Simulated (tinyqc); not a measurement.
## Gain factor and gap resistance from two string resistances

Problem. At small bit-line voltage each of the 96 cells has the resistance 1/(K x) at overdrive x (no mobility reduction) in series with a gap resistance Rg. Find K, Rg and the share of the gaps at the higher overdrive.

resistance of a string of 96 equal cells at overdrives of 4 and 8.8 V (kohm): 2354.9538  1347.9608

Solution. The resistance per cell is a straight line in 1/x with slope 1/K and intercept Rg.

K = 13.00 uA/V^2
Rg = 5.300 kohm
share of the gaps = 37.75 %

Program tinyqc, `OMP_NUM_THREADS=1 python tinyqc.py 2142103 2142104 out.jsonl`; Intel Xeon 2.30GHz, shared host, one thread, about 0.6 s.
